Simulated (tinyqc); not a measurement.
# On-chip interconnect, size-dependent resistivity and RC delay: two studies

A rectangular line between two neighbours and two ground planes. Surface and grain-boundary scattering are added to the bulk resistivity as corrections; capacitances are parallel-plate values without fringing; inductance is ignored.

Parameters, values chosen for the exercise; metal values close to those of aluminium:

| symbol | value | unit | meaning |
|---|---|---|---|
| rho0 | 2.61 | uohm cm | bulk resistivity |
| lam | 19.4 | nm | bulk mean free path |
| ps | 0 |  | specular share of surface scattering |
| Rg | 0.44 |  | reflection coefficient of grain boundaries |
| gr | 1 |  | grain size over the metal width |
| wd | 22 | nm | drawn line width |
| AR | 2.3 |  | aspect ratio, height over width |
| tl | 2.3 | nm | liner on both walls and the bottom, not conducting |
| sp | 33 | nm | space to the neighbouring lines |
| hd | 35 | nm | dielectric height to the planes above and below |
| ek | 3 |  | relative permittivity of the dielectric |
| Mf | 0 |  | Miller factor of the neighbours |
| Rd | 610 | ohm | driver resistance |
| Cl | 0.38 | fF | load capacitance |
| rho2 | 1.67 | uohm cm | bulk resistivity of the second metal (close to copper) |
| lam2 | 40.4 | nm | mean free path of the second metal |
| tl2 | 1.2 | nm | liner of the second metal |

Constants: eps0 = 8.8541878128e-12 F/m. Results are converted to the units shown.

Each table varies one quantity; the others keep the values above.

## Delay against the line length

Metal width x = wd - 2 tl, height y = AR wd - tl; grain boundaries (Mayadas-Shatzkes): al = (lam/(gr x)) Rg/(1 - Rg), g = 1/[1 - 3 al/2 + 3 al^2 - 3 al^3 ln(1 + 1/al)] - 1; surfaces (Fuchs-Sondheimer, thick limit): s = (3/8) lam (1 - ps)(1/x + 1/y); rho = rho0 (1 + g + s); r = rho/(x y); c = eps0 ek (2 wd/hd + 2 Mf AR wd/sp). Elmore delay tE = Rd (c Lw + Cl) + r Lw (c Lw/2 + Cl); t50 is the time at which the far end of a ladder of 30 pi sections (half capacitances at both ends, Cl at the far end, a step applied through Rd) reaches half the step; line share r Lw/(Rd + r Lw); estimate 0.69 Rd (c Lw + Cl) + 0.38 r c Lw^2 + 0.69 r Lw Cl.

The same in every row: rho (uohm cm) = 7.254; r (ohm/um) = 86.31; c (fF/um) = 0.03339.

Delay against the line length:

| Lw (um) | tE (ps) | t50 (ps) | estimate (ps) | line share of the resistance (%) |
|---|---|---|---|---|
| 1 | 0.2864 | 0.1989 | 0.1977 | 12.40 |
| 3 | 0.4043 | 0.2832 | 0.2799 | 29.80 |
| 7 | 0.6746 | 0.4806 | 0.4704 | 49.76 |
| 20 | 1.872 | 1.375 | 1.332 | 73.89 |
| 50 | 6.493 | 4.865 | 4.732 | 87.62 |
| 100 | 19.96 | 15.06 | 14.78 | 93.40 |
| 400 | 252.1 | 190.9 | 190.1 | 98.26 |
| 1000 | 1495 | 1132 | 1132 | 99.30 |
| 3000 | 1.313e4 | 9946 | 9968 | 99.76 |

What does the table show?

As Lw goes from 1 to 3000, r stays at 86.3 ohm/um, c stays at 0.0334 fF/um and t50 rises from 0.199 to 9950 ps. t50/tE lies between 0.695 and 0.757, and the estimate is within 3.1 % of t50. The delay goes as Lw^(0.32) for the shortest lines and Lw^(1.98) for the longest; the line resistance equals Rd at 7.07 um.

## Two metals against line width

Metal width x = wd - 2 tl, height y = AR wd - tl; grain boundaries (Mayadas-Shatzkes): al = (lam/(gr x)) Rg/(1 - Rg), g = 1/[1 - 3 al/2 + 3 al^2 - 3 al^3 ln(1 + 1/al)] - 1; surfaces (Fuchs-Sondheimer, thick limit): s = (3/8) lam (1 - ps)(1/x + 1/y); rho = rho0 (1 + g + s); r = rho/(x y). The second metal has rho2, lam2 and tl2 in place of rho0, lam and tl; ps, Rg, gr and AR are shared.

Two metals against line width:

| wd (nm) | rho, first (uohm cm) | rho, second (uohm cm) | r, first (ohm/um) | r, second (ohm/um) | ratio second/first |
|---|---|---|---|---|---|
| 8 | 25.131 | 20.382 | 4591.0 | 2116.1 | 0.46092 |
| 10 | 17.014 | 15.559 | 1522.1 | 939.08 | 0.61697 |
| 13 | 12.009 | 11.701 | 517.99 | 384.63 | 0.74255 |
| 17 | 9.0585 | 9.0016 | 198.51 | 162.68 | 0.81949 |
| 22 | 7.2540 | 7.1638 | 86.314 | 73.988 | 0.85720 |
| 30 | 5.8267 | 5.5982 | 34.392 | 29.917 | 0.86986 |
| 45 | 4.6578 | 4.2374 | 11.392 | 9.7234 | 0.85350 |
| 70 | 3.8896 | 3.3032 | 3.7476 | 3.0578 | 0.81595 |
| 120 | 3.3434 | 2.6192 | 1.0586 | 0.81048 | 0.76565 |

What does the table show?

The resistivity of the first metal falls from 25.1 to 3.34 uohm cm and that of the second goes from 20.4 to 2.62 uohm cm as the line widens. The products rho0 lam, which set the size effect, are 50.6 and 67.5 uohm cm nm. The second metal has the lower resistance in every row. For widths well under the mean free path the thick-limit surface term is only a guide.

Range of the model: The metal width is under the mean free path, where the thick-limit surface term and the simple sum of corrections lose accuracy.

tinyqc, about 0.01 s, one thread, Intel Xeon 2.30GHz (shared host): `OMP_NUM_THREADS=1 python tinyqc.py 2100112 2100113 out.jsonl`
